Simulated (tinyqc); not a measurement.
Keating valence-force model of a tetrahedral crystal: one step, computed by the program tinyqc. Command: `OMP_NUM_THREADS=1 python tinyqc.py 3023770 3023771 out.jsonl keating walk`. One thread of a shared host (Intel(R) Xeon(R) Processor @ 2.30GHz), about 0.03 s of CPU time with the checks.

Atom A sits at 0 and atom B at a/4 (1,1,1) of an fcc lattice; the four bonds from A are t = a/4 (1,1,1), a/4 (1,-1,-1), a/4 (-1,1,-1), a/4 (-1,-1,1), of length d = sqrt(3) a/4. Energy: E = (3 alpha/(8 d^2)) sum over bonds (r.r - d^2)^2 + (3 beta/(8 d^2)) sum over pairs of bonds at one atom (r_i.r_j + d^2/3)^2, with beta_A for the six pairs at A and beta_B for the six at B. The cell holds two atoms, Omega = a^3/4. 1 N/m = 1 J/m^2.

Problem. Frequencies at q. Diagonalise the Hermitian matrix D. An eigenvalue lambda of D in eV/(angstrom^2 u) gives nu = 15.6333042 THz x sqrt(lambda). The weight on A is the sum of |e|^2 over the three components of atom A.

Structure: zinc blende.

D(q) (eV/(angstrom^2 u)), rows A x, A y, A z, B x, B y, B z:
$$\begin{pmatrix}
0.5585555 & 0.0053146 & 0.0000000+0.0066337i & -0.3123189 & 0.0517217 & 0.0000000-0.0414369i \\
0.0053146 & 0.5212892 & 0.0000000+0.0009275i & 0.0517217 & -0.3123189 & 0.0000000-0.2963522i \\
0.0000000-0.0066337i & 0.0000000-0.0009275i & 0.5217038 & 0.0000000-0.0414369i & 0.0000000-0.2963522i & -0.3123189 \\
-0.3123189 & 0.0517217 & 0.0000000+0.0414369i & 0.5278816 & 0.0047463 & 0.0000000-0.0059243i \\
0.0517217 & -0.3123189 & 0.0000000+0.2963522i & 0.0047463 & 0.4946003 & 0.0000000-0.0008284i \\
0.0000000+0.0414369i & 0.0000000+0.2963522i & -0.3123189 & 0.0000000+0.0059243i & 0.0000000+0.0008284i & 0.4949706
\end{pmatrix}$$

Constants: nu for 1 eV/(angstrom^2 u) = 15.6333042 THz.

Give: frequencies; weights on atom A.

Solution.

frequencies (THz): [4.102, 4.280, 7.535, 14.403, 15.202, 15.225]

weights on atom A: [0.48483, 0.48454, 0.47534, 0.52423, 0.51518, 0.51588]
